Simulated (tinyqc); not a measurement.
# p-type polysilicon, carrier trapping at grain boundaries: what changes with what

One-dimensional grains of size Lg, uniform ionised doping N, monovalent traps Qt at each boundary at a depth Et below (for electrons) or above (for holes) the band edge there, abrupt depletion of width W on each side of a boundary, Boltzmann statistics. xi is the distance from the band edge at the grain centre to the Fermi level. Trapped charge Qt/(1 + exp((xi + VB - Et)/Vt)) = 2 N W, barrier VB = q N W^2/(2 eps0 eps_r).

Values chosen for this exercise; values of the order met in polycrystalline silicon:
- T = 300 K (temperature)
- eps_r = 11.7 (relative permittivity)
- NB = 2.65e19 cm^-3 (valence-band density of states at T)
- Lg = 17 nm (grain size)
- Qt = 2e12 cm^-2 (trap density of a grain boundary)
- Et = 0.33 eV (depth of the trap level from the majority band edge at the boundary)
- ms = 0.5 m0 (mass for thermionic emission)
- fe = 0.25 (correction factor of the emission rate)
- mug = 64 cm^2/(V s) (mobility inside the grains)
- N = 7.4e18 cm^-3 (doping)

Constants: q = 1.602176634e-19 C, kB = 1.380649e-23 J/K, m0 = 9.1093837015e-31 kg, Vt = kB T/q, eps0 = 8.8541878128e-14 F/cm where lengths are in cm. Results are converted to the units shown.

Each table varies one quantity; the others keep the values above.

## Effect of the doping

If the trap equation with xi = Vt ln(NB/N) has a root W < Lg/2, the grain is partly depleted; otherwise W = Lg/2 and the trap equation gives xi = Et - VB + Vt ln(Qt/(N Lg) - 1). N* = Qt/Lg. n0 = NB exp(-xi/Vt); mean density n0 (1 - 2 W/Lg) by charge balance in a partly depleted grain, and n0 (sqrt(pi)/2) erf(u)/u with u = sqrt(VB/Vt) in a fully depleted one; v = sqrt(kB T/(2 pi ms m0)); barrier resistivity Vt exp(VB/Vt)/(q fe n0 v Lg); grain resistivity (1 - 2 W/Lg)/(q n0 mug); effective mobility 1/(q mean density total resistivity). Rows with xi above 0.45 V, towards mid-gap, are left out, since the other carrier type is ignored.

Results:

| N (cm^-3) | N/N* | depleted share 2 W/Lg | VB (V) | xi (V) | mean density (cm^-3) | resistivity (ohm cm) | effective mobility (cm^2/(V s)) |
|---|---|---|---|---|---|---|---|
| 5.9e16 | 0.05015 | 1.000 | 0.003296 | 0.4027 | 4.358e12 | 2.495e4 | 57.40 |
| 1e17 | 0.08500 | 1.000 | 0.005587 | 0.3858 | 8.146e12 | 1.418e4 | 54.04 |
| 1.8e17 | 0.1530 | 1.000 | 0.01006 | 0.3642 | 1.786e13 | 7291 | 47.94 |
| 3e17 | 0.2550 | 1.000 | 0.01676 | 0.3410 | 4.068e13 | 3848 | 39.87 |
| 5.2e17 | 0.4420 | 1.000 | 0.02905 | 0.3070 | 1.337e14 | 1663 | 28.07 |
| 9e17 | 0.7650 | 1.000 | 0.05028 | 0.2492 | 1.043e15 | 404.6 | 14.79 |
| 2.7e18 | 2.295 | 0.4357 | 0.02864 | 0.05904 | 1.524e18 | 0.1323 | 30.97 |
| 4.6e18 | 3.910 | 0.2557 | 0.01681 | 0.04527 | 3.424e18 | 0.05735 | 31.79 |
| 8e18 | 6.800 | 0.1471 | 0.009666 | 0.03096 | 6.824e18 | 0.02853 | 32.06 |

Estimate the missing row, N = 1.5e18 cm^-3.

Computed row:

| N (cm^-3) | N/N* | depleted share 2 W/Lg | VB (V) | xi (V) | mean density (cm^-3) | resistivity (ohm cm) | effective mobility (cm^2/(V s)) |
|---|---|---|---|---|---|---|---|
| 1.5e18 | 1.275 | 0.7840 | 0.05151 | 0.07424 | 3.240e17 | 0.5021 | 38.37 |

With this row back in the table: As N goes from 5.9e16 to 8e18, VB goes from 0.00330 through a maximum of 0.0515 (at N = 1.5e18 among the rows listed) to 0.00967 V, the resistivity falls from 24900 to 0.0285 ohm cm and the effective mobility moves up and down between 14.8 and 57.4 cm^2/(V s). The steepest fall of the resistivity among the rows, as N^(-13.1), lies between N = 9e17 and 1.5e18 cm^-3; N* = 1.18e18 cm^-3. While the grain is fully depleted VB grows as N; once the traps are full it falls as 1/N. For N = 2.7e18, 4.6e18, 8e18 xi is under 2.5 Vt, where Boltzmann statistics begin to fail. For N = 5.9e16, 1e17, 1.8e17, 3e17, 4.6e18, 8e18 VB is below Vt, where abrupt depletion and thermionic emission are rough. For N = 1.5e18 the grain is near the changeover between partial and full depletion, within a few Debye lengths, where both limits are rough.

## Effect of the trap density of a grain boundary

Same model as above.

N* = Qt/Lg.

The same in every row: xi (V) = 0.03298.

Results:

| Qt (cm^-2) | N/N* | depleted share 2 W/Lg | VB (V) | mean density (cm^-3) | resistivity (ohm cm) | effective mobility (cm^2/(V s)) |
|---|---|---|---|---|---|---|
| 2e11 | 62.90 | 0.01590 | 1.045e-4 | 7.282e18 | 0.02651 | 32.33 |
| 3.4e11 | 37.00 | 0.02703 | 3.020e-4 | 7.200e18 | 0.02647 | 32.75 |
| 9.7e11 | 12.97 | 0.07711 | 0.002458 | 6.829e18 | 0.02699 | 33.86 |
| 1.6e12 | 7.862 | 0.1272 | 0.006688 | 6.459e18 | 0.02897 | 33.36 |
| 2.8e12 | 4.493 | 0.2226 | 0.02048 | 5.753e18 | 0.04003 | 27.10 |
| 4.7e12 | 2.677 | 0.3736 | 0.05770 | 4.636e18 | 0.1339 | 10.05 |
| 8e12 | 1.573 | 0.6321 | 0.1652 | 2.723e18 | 8.036 | 0.2853 |

Estimate the missing row, Qt = 5.7e11 cm^-2.

Computed row:

| Qt (cm^-2) | N/N* | depleted share 2 W/Lg | VB (V) | mean density (cm^-3) | resistivity (ohm cm) | effective mobility (cm^2/(V s)) |
|---|---|---|---|---|---|---|
| 5.7e11 | 22.07 | 0.04531 | 8.488e-4 | 7.065e18 | 0.02652 | 33.32 |

With this row back in the table: As Qt goes from 2e11 to 8e12, VB rises from 1.04e-4 to 0.165 V, the resistivity rises from 0.0265 to 8.04 ohm cm and the effective mobility goes from 32.3 through a maximum of 33.9 (at Qt = 9.7e11 among the rows listed) to 0.285 cm^2/(V s). In every row xi is under 2.5 Vt, where Boltzmann statistics begin to fail. For Qt = 2e11, 3.4e11, 5.7e11, 9.7e11, 1.6e12, 2.8e12 VB is below Vt, where abrupt depletion and thermionic emission are rough.

Computed by the program tinyqc: `OMP_NUM_THREADS=1 python tinyqc.py 2830115 2830116 out.jsonl`, one thread of a shared Intel Xeon 2.30GHz, about 0.01 s for the whole run.
